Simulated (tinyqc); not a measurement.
# Worked calculation: MOS capacitor on a p-type substrate, surface potential from the exact charge relation

Program tinyqc, `OMP_NUM_THREADS=1 python tinyqc.py 2060168 2060169 out.jsonl`; Intel Xeon 2.30GHz, shared host, one thread, about 0.01 s. Printed values are rounded.

Uniform p-type substrate, Boltzmann statistics, full ionisation, classical densities. psi is the surface potential against the body (positive when the bands bend down) and u = psi/Vt. Traps are spread evenly over the gap and neutral at flat band, so their charge is -q Dit psi; the minority quasi-Fermi level is shifted by Vb.

Inputs (values chosen for the exercise); band and dielectric values close to those of 4H silicon carbide: temperature T = 400 K; band gap Eg = 3.31 eV; relative permittivity eps_r = 9.56; conduction-band density of states at T Nc = 2.57e19 cm^-3; valence-band density of states at T Nv = 3.88e19 cm^-3; electron affinity chi = 3.53 eV; acceptor density of the substrate N = 2.4e16 cm^-3; relative permittivity of the gate insulator (close to silicon dioxide) eox = 3.9; insulator thickness tox = 2.2 nm; gate work function phiM = 4.49 eV; fixed charge at the interface, in units of q Nf = -5.6e10 cm^-2; density of interface traps Dit = 0 cm^-2 eV^-1; reverse bias of the inversion layer against the body Vb = 1.7 V; gate voltage against the body Vg = 3.4 V.

Constants: q = 1.602176634e-19 C, kB = 1.380649e-23 J/K, Vt = kB T/q, eps0 = 8.8541878128e-14 F/cm where lengths are in cm. Results are converted to the units shown.

Range of the model: At this gate voltage the surface density exceeds 0.3 of the band density of states, so degeneracy and confinement would lower the charge and capacitance.

## Flat band, threshold and scales

ni = sqrt(Nc Nv) exp(-Eg/(2 Vt)), Eg in volts; phiF = Vt ln(N/ni); Cox = eps0 eox/tox; Vfb = phiM - chi - (Eg - Vt ln(Nv/N)) - q Nf/Cox; Q0 = sqrt(2 eps0 eps_r q N Vt); r = (ni/N)^2 exp(-Vb/Vt); VT = Vfb + [(2 phiF + Vb)(1 + q Dit/Cox) + sqrt(2 eps0 eps_r q N (2 phiF + Vb))/Cox].

ni = 0.0443915 cm^-3
phiF = 1.40744 V
Cox = 1.56961 uF/cm^2
Vfb = -2.08962 V
Q0 = 14.9794 nC/cm^2
r = 1.30353e-57
VT = 2.53447 V

## Starting value

psi = +Vt (just off flat band).

psi at the start = 0.0344693 V

## Iteration 1: Newton step for the surface potential

u = psi/Vt; F^2 = exp(-u) + u - 1 + r (exp(u) - u - 1); Qs = -sign(u) Q0 F; Cs = -dQs/dpsi = (Q0/Vt) |1 - exp(-u) + r (exp(u) - 1)|/(2 F). f = Vfb + psi + (q Dit psi - Qs)/Cox - Vg, f' = 1 + (Cs + q Dit)/Cox, psi(new) = psi - f/f'.

u = 1
F = 0.606531
Qs = -9.08549 nC/cm^2
Cs = 0.226454 uF/cm^2
f = -5.44936 V
f' = 1.14427
psi after iteration 1 = 4.79676 V

## Iteration 2: Newton step for the surface potential

As before.

u = 139.160
F = 60.8216
Qs = -911.073 nC/cm^2
Cs = 12.7257 uF/cm^2
f = -0.112417 V
f' = 9.10758
psi after iteration 2 = 4.80910 V

## Course of the Newton iteration

Stop when the step is below 1e-10 V, or after 60 iterations.

Course of the iteration:

| iteration | psi before the step (V) | f (V) | step (V) |
|---|---|---|---|
| 1 | 0.0344693 | -5.45 | 4.76 |
| 2 | 4.79676 | -0.112 | 0.0123 |
| 3 | 4.80910 | 9.85e-3 | -9.16e-4 |
| 4 | 4.80818 | 6.06e-5 | -5.71e-6 |
| 5 | 4.80818 | 2.33e-9 | -2.20e-10 |
| 6 | 4.80818 | < 1e-12 | < 1e-12 |

Converged in 6 iterations.

## Charges, field and capacitances at the solution

converged psi = 4.80818 V

u = psi/Vt; F^2 = exp(-u) + u - 1 + r (exp(u) - u - 1); Qs = -sign(u) Q0 F; Cs = -dQs/dpsi = (Q0/Vt) |1 - exp(-u) + r (exp(u) - 1)|/(2 F). Low frequency: 1/C_LF = 1/Cox + 1/(Cs + q Dit). High frequency, in the simple estimate in which traps and minority carriers do not follow: 1/C_HF = 1/Cox + 1/Cd, Cd being Cs with r = 0 at the same psi. Minority sheet density N_inv = (Q0/(2 q)) int_0^u r (exp(t) - 1)/F(t) dt for u > 0. Oxide field |Qs - q Dit psi + q Nf|/(eps0 eox).

Qs = -1069.60 nC/cm^2
N_inv = 5.58581e12 cm^-2
oxide field = 3.12345 MV/cm
Cs = 15.0968 uF/cm^2
C_LF/Cox = 0.905822
C_HF/Cox = 0.0116266

The surface is in strong inversion (borders at |psi| = 0, phiF + Vb and 2 phiF + Vb = 4.51 V). Minority carriers make up 83.7 % of Qs.
